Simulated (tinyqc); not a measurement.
Parabolic quantum dot in a magnetic field (Fock-Darwin): one step. Energy and length scales. Three cases, with inputs chosen for the exercise.

Question. Give hbar wc, hbar W, the two mode energies hbar W +/- hbar wc/2, the Zeeman energy |gs| muB B and lam.

Two dimensions, V = m w0^2 r^2/2, one valley. hbar wc = 2 muB B/m, W = sqrt(w0^2 + wc^2/4), E(n, l, s) = (2n + |l| + 1) hbar W - l hbar wc/2 + s gs muB B, n = 0, 1, ..., l = 0, +/-1, ..., s = +/-1/2; length lam = sqrt(2c/(m hbar W)), c = hbar^2/2m0.

Constants: muB = 5.788381798e-05 eV/T; hbar^2/2m0 = 3.80998211 eV angstrom^2.

Case 1.

Values chosen (near those of a gate-defined dot in Si; shifted at random, so the results belong to these values and not to a real crystal):
- m = 0.1824 m0 (mass)
- gs = 1.97 (g factor)
- w0 = 1.1 meV (confinement energy hbar w0)
- B = 2.57 T (magnetic field)

Case 2.

Values chosen (near those of a gate-defined dot in GaAs; shifted at random, so the results belong to these values and not to a real crystal):
- m = 0.0658 m0 (mass)
- gs = -0.41 (g factor)
- w0 = 6.8 meV (confinement energy hbar w0)
- B = 5.47 T (magnetic field)

Case 3.

Values chosen (near those of a gate-defined dot in Si; shifted at random, so the results belong to these values and not to a real crystal):
- m = 0.1903 m0 (mass)
- gs = 1.86 (g factor)
- w0 = 1.8 meV (confinement energy hbar w0)
- B = 1.51 T (magnetic field)

Give: hbar wc; hbar W; modes; Zeeman energy; lam.

Answer.

Case 1.

hbar wc = 1.6312 meV
hbar W = 1.3694 meV

modes (meV): 2.1849  0.5538

Zeeman energy = 0.2931 meV
lam = 174.7 angstrom

The product of the modes is w0^2 = 1.21 meV^2 at any field. These two lines are all that far-infrared light sees, whatever the number of electrons (Kohn theorem).

Case 2.

hbar wc = 9.6238 meV
hbar W = 8.3303 meV

modes (meV): 13.1423  3.5184

Zeeman energy = 0.1298 meV
lam = 117.9 angstrom

The product of the modes is w0^2 = 46.24 meV^2 at any field. These two lines are all that far-infrared light sees, whatever the number of electrons (Kohn theorem).

Case 3.

hbar wc = 0.9186 meV
hbar W = 1.8577 meV

modes (meV): 2.3170  1.3984

Zeeman energy = 0.1626 meV
lam = 146.8 angstrom

The product of the modes is w0^2 = 3.24 meV^2 at any field. These two lines are all that far-infrared light sees, whatever the number of electrons (Kohn theorem).

Computed by tinyqc, one run a case: `OMP_NUM_THREADS=1 python tinyqc.py N N+1 out.jsonl` with N = 1281202, 1281447, 1281578; one thread of a shared Intel(R) Xeon(R) Processor @ 2.30GHz, about 0.1 s a run at most.
